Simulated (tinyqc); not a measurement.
# Changing the force F along the ring

Model: kinetic Monte Carlo and master equation for a particle on a ring of sites with traps and bias. Computed by tinyqc, a small Python program. Command: `OMP_NUM_THREADS=1 python tinyqc.py 3016755 3016756 out.jsonl kmc sweep`. One thread of a shared host (Intel(R) Xeon(R) Processor @ 2.30GHz), about 0.01 s of CPU time with the checks.

5 sites on a ring, numbered 1 to 5. The saddle between i and i+1 lies at E0 + s b_i and site i at s eps_i; a force F tilts the landscape, with the saddle half-way.

Inputs (values chosen for the exercise, for a model defect): reference barrier E0 = 0.62 eV; scale factor s of the disorder = 1; attempt frequency nu = 2.4 THz; temperature T = 580 K; site spacing a = 3.4 angstrom.

Disorder: both.

site energies eps_i (eV): [-0.13, -0.1, -0.1, 0, 0]

saddle shifts b_i between sites i and i+1 (eV): [0.0042, 0.023, -0.06, -0.066, 0.058]

Constants: k_B = 8.617333262e-05 eV/K.

Method:
- Rates: k(i to i+1) = nu exp(-(E0 + s b_i - s eps_i - F a/2)/(k_B T)), k(i to i-1) = nu exp(-(E0 + s b_(i-1) - s eps_i + F a/2)/(k_B T)).
- Share right = k right/(k right + k left); mean stay = 1/(k right + k left).
- Master equation dP/dt = W P, W_(i+1,i) = k right, W_(i-1,i) = k left, columns summing to zero. The steady state is its null vector; drift v = a sum P_i (k right - k left). D = a^2 lambda''(0)/2, where lambda(q) is the leading eigenvalue of W with right hops weighted by exp(q) and left hops by exp(-q).
- The slowest relaxation rate is minus the real part of the next eigenvalue of W. 1 angstrom = 1e-8 cm.
- At zero force D0 = a^2 nu exp(-E0/(k_B T)) / [<exp(-s eps/(k_B T))> <exp(s b/(k_B T))>], with means over the ring; Einstein relation v = D0 F/(k_B T); 1 angstrom = 1e-8 cm.

One run for each value; columns: (1) force F along the ring (eV/angstrom); (2) drift velocity v (cm/s); (3) Einstein drift (cm/s); (4) diffusivity D (cm^2/s); (5) slowest relaxation rate (1/s):
```
(1)             (2)        (3)        (4)        (5)
2.90e-04  8.534e-04  8.474e-04  1.471e-09  1.189e+06
6.20e-04  1.839e-03  1.812e-03  1.484e-09  1.198e+06
1.30e-03  3.919e-03  3.799e-03  1.512e-09  1.220e+06
2.80e-03  8.736e-03  8.182e-03  1.582e-09  1.288e+06
5.90e-03  1.958e-02  1.724e-02  1.755e-09  1.543e+06
1.20e-02  4.324e-02  3.506e-02  2.215e-09  2.415e+06
2.60e-02  1.056e-01  7.597e-02  3.915e-09  4.341e+06
1.20e-01  3.089e+00  3.506e-01  9.389e-08  1.262e+08
```

Give the missing row, force F along the ring (eV/angstrom) = 5.50e-02.

Computed row; columns: (1) force F along the ring (eV/angstrom); (2) drift velocity v (cm/s); (3) Einstein drift (cm/s); (4) diffusivity D (cm^2/s); (5) slowest relaxation rate (1/s):
```
(1)             (2)        (3)        (4)        (5)
5.50e-02  3.312e-01  1.607e-01  1.042e-08  1.362e+07
```

Interpolating between the two neighbouring rows (the first column on a logarithmic scale, the others too where they are positive) misses most in diffusivity D (cm^2/s), by 78 %. Over the rows, drift velocity v (cm/s) rises from 8.53e-4 to 3.09 (exponent d ln y / d ln x 1.0 between the first rows and 2.9 between the last); Einstein drift (cm/s) rises from 8.47e-4 to 0.351 (exponent d ln y / d ln x about 1.0 throughout); diffusivity D (cm^2/s) rises from 1.47e-9 to 9.39e-8 (exponent d ln y / d ln x 0.011 between the first rows and 2.8 between the last). At the low end the exponent of drift velocity v is 1.01, close to 1: linear response. At the low end the exponent of diffusivity D is 0.01, close to 0: a weak force leaves D unchanged. The ratio of drift to Einstein drift goes from 1.01 to 8.81; on a ring without disorder it is sinh(y)/y with y = F a/(2 k_B T), 7.25 in the last row.

Extremes, crossings and ranges named in words are read from the listed rows.
